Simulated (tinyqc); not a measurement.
Lattice vibrations of a chain, step by step. One step of it, computed by the program tinyqc.

Problem. Frequencies. omega^2 are the eigenvalues; wavenumber = 521.4708 sqrt(eigenvalue) 1/cm.

D(q) (eV/(angstrom^2 u)):
```
[[0.638643, -0.457564, 0.000000, 0.792954+0.744633i],
 [-0.457564, 0.883268, -0.108293, 0.000000],
 [0.000000, -0.108293, 0.281395, -0.479759],
 [0.792954-0.744633i, 0.000000, -0.479759, 4.479452]]
```

Give: eigenvalues; wavenumbers; weights |e|^2 of the mass-weighted modes.

Solution.

eigenvalues: [0.0660, 0.2432, 1.1570, 4.8166]

wavenumbers (1/cm): [134.0, 257.2, 560.9, 1144.5]

weights |e|^2 of the mass-weighted modes, order atom 1, atom 2, atom 3, atom 4:
```
[[0.5848, 0.1261, 0.2248, 0.0642],
 [0.1718, 0.0975, 0.7300, 0.0008],
 [0.1900, 0.7724, 0.0273, 0.0103],
 [0.0534, 0.0040, 0.0179, 0.9248]]
```
